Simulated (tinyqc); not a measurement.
Scaling with the misfit: strain-driven roughening and islands of a mismatched epitaxial film. Computed by tinyqc, a small Python program. Command: `OMP_NUM_THREADS=1 python tinyqc.py 3009182 3009183 out.jsonl island walk`. One thread of a shared host (Intel(R) Xeon(R) Processor @ 2.30GHz), about 0.01 s of CPU time with the checks.

Film and substrate share isotropic elastic constants; the film is coherent and biaxially strained.

Inputs (values chosen for the exercise, modelled on Si(0.5)Ge(0.5) on Si):
```
quantity                                      value       unit
misfit |f|                                    0.022          -
shear modulus G                                57.8        GPa
Poisson ratio nu                               0.26          -
surface energy gamma                           1.16      J/m^2
contact angle of the shallow shape theta_1     8.69    degrees
contact angle of the steep shape theta_2       27.8    degrees
facet energy of shape 1 over gamma            1.008          -
facet energy of shape 2 over gamma           0.9907          -
surface mobility D_s nu_s Omega^2/(k_B T)   4.2e-32  m^6/(J s)
```

Transport: surface diffusion.

Constants: e = 1.602176634e-19 C.

Method:
- M = 2 G (1 + nu)/(1 - nu); stress = M f; energy density w = M f^2.
- A ripple A cos(k x) has the surface chemical potential per volume [gamma k^2 - 2 (1 + nu) w k] A cos(k x), so k_c = 2 (1 + nu) w/gamma. With surface diffusion the amplitude grows at the rate q = B k^2 [2 (1 + nu) w k - gamma k^2], fastest at k_m = (3/4) k_c. B is the surface mobility.
- Shallow faceted island (Tersoff form): E = 4 Gam V^(2/3) tan^(1/3)(theta) - 6 c V tan(theta), Gam = gamma [x/sin(theta) - 1/tan(theta)], x the facet energy over gamma, c = stress^2 (1 - nu)/(2 pi G).
- The barrier is the maximum of E, at V_c = [4 Gam/(9 c)]^3 / tan^2(theta) (1 GPa nm = 1 J/m^2).
- V_c = [4 Gam/(9 c)]^3/tan^2(theta), barrier = (4/3) Gam V_c^(2/3) tan^(1/3)(theta); the growth time is 1/q at k_m.

fastest wavelength = 40.4794 nm

growth time 1/q at k_m = 0.106079 s

critical volume, shape 1 = 225.374 nm^3

barrier, shape 1 = 24.6447 eV

Misfit scaled at fixed constants:
```
|f| (%)  fastest wavelength (nm)  growth time (s)  V_c of shape 1 (nm^3)  barrier of shape 1 (eV)
0.55                      647.67       6.9520e+03             9.2313e+05               6.3090e+03
0.77                      330.44       4.7107e+02             1.2260e+05               1.6423e+03
1.10                      161.92       2.7156e+01             1.4424e+04               3.9431e+02
1.54                       82.61       1.8401e+00             1.9156e+03               1.0264e+02
2.20                       40.48       1.0608e-01             2.2537e+02               2.4645e+01
3.08                       20.65       7.1880e-03             2.9932e+01               6.4152e+00
```

What does the comparison show, and why?

Halving the misfit stretches the wavelength 4 times, the barrier 16 times, the volume 64 times and the time 256 times: f^(-2), f^(-4), f^(-6), f^(-8). Over these rows the time spans 6.0 decades: strongly mismatched films tend to roughen first, while dilute alloys have time to stay flat. Rows with wavelengths under 10 nm or volumes under 5 nm^3 are beyond the continuum picture.

Extremes, crossings and ranges named in words are read from the listed rows.
